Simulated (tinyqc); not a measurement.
Worked calculation: self-consistent Fermi level with native defects, at growth and after a quench. Computed by tinyqc, a small Python program that keeps every step. Command: `OMP_NUM_THREADS=1 python tinyqc.py 3004203 3004204 out.jsonl scfermi walk`. One thread of a shared host (Intel(R) Xeon(R) Processor @ 2.30GHz), about 0.04 s of CPU time with the checks. Intermediate numbers are printed to about 7 digits and carried at full precision; extremes and crossings named in words are read from the listed rows.

Energies are counted from the top of the valence band (VBM); when the gap shrinks with temperature the conduction band moves and the levels stay. The added dopant is taken as fully ionised. D and A draw on one reservoir with opposite signs, as the two vacancies of a compound do.

Inputs (values chosen for the exercise, with bands modelled on CdS): gap E_g at 300 K = 2.51 eV; slope -dE_g/dT above 300 K = 0.00033 eV/K; electron mass m_e = 0.206 m_0; valleys M_c = 1; hole mass m_h = 0.77 m_0; E_f of the neutral native donor D = 4.192 eV; E_f of the neutral native acceptor A = 3.397 eV; shift s of the chemical potential = 0.27 eV; site density N_s = 1.8e+22 cm^-3; dopant density N_X = 5.9e+18 cm^-3; growth temperature T_g = 1370 K; temperature of use T = 300 K.

Added shallow dopant: donor.

levels of D above the VBM, most positive state first (eV): [2.06, 2.11]

levels of A above the VBM, (0/-1) first (eV): [0.471, 1.44]

Constants: m_0 = 9.1093837015e-31 kg; k_B = 1.380649e-23 J/K; h = 6.62607015e-34 J s; k_B = 8.617333262e-05 eV/K.

## Formation energies at E_F = 0

E_f(D, 0) = input + s and E_f(A, 0) = input - s; E_f(q, E_F = 0) follows from the levels, eps(q/q-1) = E_f(q - 1) - E_f(q) at E_F = 0.

E_f(q, E_F = 0) (eV): D(+2) 0.292, D(+1) 2.352, D(0) 4.462, A(0) 3.127, A(-1) 3.598, A(-2) 5.038

## Bands at growth

E_g(T) = E_g - slope x max(0, T - 300 K). N_c = 2 M_c (2 pi m_e k_B T/h^2)^(3/2) and N_v = 2 (2 pi m_h k_B T/h^2)^(3/2), masses in units of m_0. At growth T = T_g.

E_g(T_g) = 2.1569 eV

N_c(T_g) = 2.289664e+19 cm^-3

N_v(T_g) = 1.654654e+20 cm^-3

k_B T_g = 0.1180575 eV

## Charges across the gap at T_g

n = N_c F_1/2((E_F - E_g)/k_B T), p = N_v F_1/2(-E_F/k_B T). F_1/2(eta) = (2/sqrt(pi)) int_0^infinity sqrt(x)/(1 + exp(x - eta)) dx, by the trapezoid rule in t = sqrt(x) with step 0.02 up to t = 12 (for eta < -12 by exp(eta) - exp(2 eta)/2^(3/2)). In equilibrium c_q = N_s exp(-(E_f(q, 0) + q E_F)/k_B T). Net charge = p - n + sum q c_q + N_X; the log ratio is ln(positive charge/negative charge). Entries near or above N_s lie outside the dilute limit and only show that E_F cannot go there.

Densities (cm^-3):
```
E_F (eV)             n             p   charge on D   charge on A  log ratio
0.108     6.645756e+11  5.852814e+19  4.870102e+20  2.610504e+09   20.53273
0.431     1.025073e+13  4.258434e+18  2.046997e+18  4.028029e+10   13.98612
0.755     1.594568e+14  2.760927e+17  8.459452e+15  6.301283e+11   10.56185
1.078     2.459450e+15  1.790952e+16  3.556074e+13  1.056131e+13    7.78152
1.402     3.823730e+16  1.151358e+15  1.472188e+11  3.681318e+14    5.02951
1.726     5.897653e+17  7.401542e+13  6.251743e+08  5.505245e+16    2.21375
2.049     8.105070e+18  4.798570e+12  3.714989e+06  1.257765e+19   -1.25435
```

## Equilibrium at growth

E_F is the root of the log ratio, by 50 bisections between -0.5 eV and E_g + 0.5 eV.

E_F at growth = 1.946995 eV

n at growth = 3.657054e+18 cm^-3

p at growth = 1.138555e+13 cm^-3

Defects at growth:
```
state  E_f (eV)     c (cm^-3)
D(+2)  4.185990  7.184465e+06
D(+1)  4.298995  2.758589e+06
D(0)   4.462000  6.934993e+05
A(0)   3.127000  5.650290e+10
A(-1)  1.651005  1.519743e+16
A(-2)  1.144010  1.113880e+18
```

total D = 1.063655e+07 cm^-3

total A = 1.129077e+18 cm^-3

The largest part of the positive charge comes from the dopant (100 %) and that of the negative charge from electrons (62 %).

## After the quench to T

After a quench the totals of D and A stay as grown, and each is shared among its charge states with weights exp(-(E_f(q, 0) + q E_F)/k_B T).

E_F after the quench = 2.535259 eV

n after the quench = 3.641845e+18 cm^-3

p after the quench = 4.353410e-24 cm^-3

Frozen defects:
```
state     c (cm^-3)  share of its total
D(+2)  7.920646e-09        7.446629e-16
D(+1)  7.634178e-01        7.177304e-08
D(0)   1.063655e+07        9.999999e-01
A(0)   9.443951e-36        8.364308e-54
A(-1)  4.499668e-01        3.985261e-19
A(-2)  1.129077e+18        1.000000e+00
```

The material is n-type with 3.64e18 carriers per cm^3. Carriers of the sign that the dopant should give amount to 62 % of its density.

## Slow cooling against a quench

Each E_F by bisection; full equilibrium lets the defects form and vanish at every T.

Two histories (densities in cm^-3):
```
T (K)  E_F, equilibrium (eV)             n             p   all defects  E_F, frozen (eV)     n, frozen     p, frozen
1160                2.049756  2.884199e+18  1.602756e+11  1.509590e+18          2.074623  3.643817e+18  1.249773e+11
940                 2.149647  1.957308e+18  2.805799e+08  1.971500e+18          2.203631  3.641936e+18  1.440870e+08
730                 2.238444  1.086085e+18  2.263738e+04  2.406961e+18          2.320891  3.641846e+18  6.104184e+03
510                 2.326030  3.731486e+17  3.884565e-04  2.763426e+18          2.435819  3.641845e+18  3.194591e-05
300                 2.406240  4.212394e+16  6.401058e-22  2.928938e+18          2.535259  3.641845e+18  4.353410e-24
```

At 300 K equilibrium would leave 2.93e18 defects per cm^3 against 1.13e18 frozen in, and E_F differs by +0.129 eV. The majority density of the quenched sample is 86 times the equilibrium one. Real samples lie between, set by the temperature at which diffusion stops.

Checks made by the program: neutrality at growth (relative difference below 1e-10).
